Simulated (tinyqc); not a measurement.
Plane-wave Kohn-Sham cycle with exchange-only LDA in a layered model solid, step by step. Computed by tinyqc, a small Python program that keeps every step. Settings: points = 16, plane-wave index or count = 2, electrons = 2, k points = 1, area = 36.0, mixing = 0.3, iteration cap = 71, Kerker q0 = 1.3. Command: `OMP_NUM_THREADS=1 python tinyqc.py 22993 22994 out.jsonl` (the two numbers bound the seeds that draw the settings). One thread of a shared host (Intel(R) Xeon(R) Processor @ 2.60GHz), about 0.03 s of CPU time with the checks.

A solid whose potential varies along x alone (atomic units):

| parameter | value |
|---|---|
| period a | 8.700000 |
| cross-section of the cell | 36.000000 |
| electrons per cell | 2 |
| grid points | 16 |
| plane waves -n..n, n | 2 |
| k points | 1 |
| V1 in V1 cos(2 pi x/a) | -0.780000 |
| V2 in V2 cos(4 pi x/a) | -0.040000 |

Stop when sqrt(dV sum R^2) is below 1e-8, dV = a A/N.

Course of the cycle:

| iteration | E (hartree) | norm of the residual |
|---|---|---|
| 1 | -1.25928313 | 1.43e-01 |
| 2 | -1.24507251 | 1.30e-01 |
| 3 | -1.23150936 | 1.19e-01 |
| 4 | -1.21922364 | 1.08e-01 |
| 5 | -1.20837154 | 9.94e-02 |
| 6 | -1.19892167 | 9.12e-02 |
| 7 | -1.19076714 | 8.39e-02 |
| 8 | -1.18377452 | 7.73e-02 |
| 9 | -1.17780636 | 7.13e-02 |
| 10 | -1.17273159 | 6.59e-02 |
| 11 | -1.16843015 | 6.09e-02 |
| ... | ... | ... |
| 61 | -1.14737536 | 1.39e-03 |
| 62 | -1.14738009 | 1.29e-03 |
| 63 | -1.14738437 | 1.20e-03 |
| 64 | -1.14738822 | 1.11e-03 |
| 65 | -1.14739169 | 1.03e-03 |
| 66 | -1.14739480 | 9.56e-04 |
| 67 | -1.14739759 | 8.88e-04 |
| 68 | -1.14740009 | 8.24e-04 |
| 69 | -1.14740232 | 7.65e-04 |
| 70 | -1.14740432 | 7.10e-04 |
| 71 | -1.14740609 | 6.59e-04 |

Can the last value be used, and what does the course show?

Not by the stop rule, although the second column moves by less than 1e-05 over the last three steps. Not converged within 71 iterations: the residual falls steadily but slowly, by a factor of about 0.93 a step. Reruns (cap 100 unless said): mixing 0.1: not converged; mixing 0.5, Kerker q0 1.0: converged in 88 (E = -1.14742); mixing 0.3, Pulay depth 5: converged in 10 (E = -1.14742); the original settings with a cap of 400: converged in 222 (E = -1.14742).
